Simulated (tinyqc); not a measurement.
Quasi-harmonic thermal expansion with mode Grueneisen parameters: one step, computed by the program tinyqc. Command: `OMP_NUM_THREADS=1 python tinyqc.py 3007106 3007107 out.jsonl qha walk`. One thread of a shared host (Intel(R) Xeon(R) Processor @ 2.30GHz), about 0.03 s of CPU time with the checks.

A crystal with two atoms a cell; per atom there are 1 transverse acoustic (TA), 1/2 longitudinal acoustic (LA) and 3/2 optical (O) modes. Every frequency of group i scales as nu_i (V/V0)^(-gamma_i). The acoustic groups have Debye spectra, density 3 nu^2/nu_i^3 up to nu_i (40 Gauss-Legendre points); the optical group has one frequency. Static energy: E = (9 V0 B0/16) [y^3 B' + y^2 (2 - 4 y)], y = (V0/V)^(2/3) - 1, with pressure P_s = (3 B0/2) (z^7 - z^5) [1 + (3/4)(B' - 4)(z^2 - 1)], z = (V0/V)^(1/3).

Question. Properties at the equilibrium volume. For a mode with x = h nu/(k_B T), n = 1/(exp(x) - 1): U = h nu (n + 1/2), C/k_B = x^2 n (n + 1); U_i and C_i sum these over group i with its weight per atom. Phonon pressure P_ph = sum_i gamma_i U_i/V. B_T = -V d(P_s + P_ph)/dV at fixed T (central difference, step 1e-4 V); alpha_V = sum gamma_i C_i k_B/(B_T V), all at V(T); the linear coefficient is alpha_L = alpha_V/3. C_P - C_V = alpha_V^2 B_T V T; the optical frequency is nu_O (V/V0)^(-gamma_O).

Inputs (values chosen for the exercise, for a model crystal):
```
quantity                       value             unit
static volume V0                26.1  angstrom^3/atom
static bulk modulus B0           264              GPa
static B'                       4.51                -
frequency nu_TA                 2.62              THz
frequency nu_LA                 5.07              THz
frequency nu_O                  7.92              THz
Grueneisen parameter gamma_TA  -0.97                -
Grueneisen parameter gamma_LA   0.72                -
Grueneisen parameter gamma_O     1.4                -
temperature T                    500                K
```

Acoustic groups: Debye.

volume V(T) = 26.14172 angstrom^3/atom

Constants: h x 1 THz = 4.135667696 meV; k_B = 8.617333262e-05 eV/K; 1 eV/angstrom^3 = 160.2176634 GPa.

Give: volume change from V0; isothermal bulk modulus B_T; linear expansion coefficient; C_V; C_P - C_V; optical frequency at V(T).

Answer.

volume change from V0 = 0.1598 %

isothermal bulk modulus B_T = 262.6 GPa

linear expansion coefficient = 0.9325 ppm/K

C_V = 2.921 k_B/atom

C_P - C_V = 0.001946 k_B/atom

optical frequency at V(T) = 7.902 THz
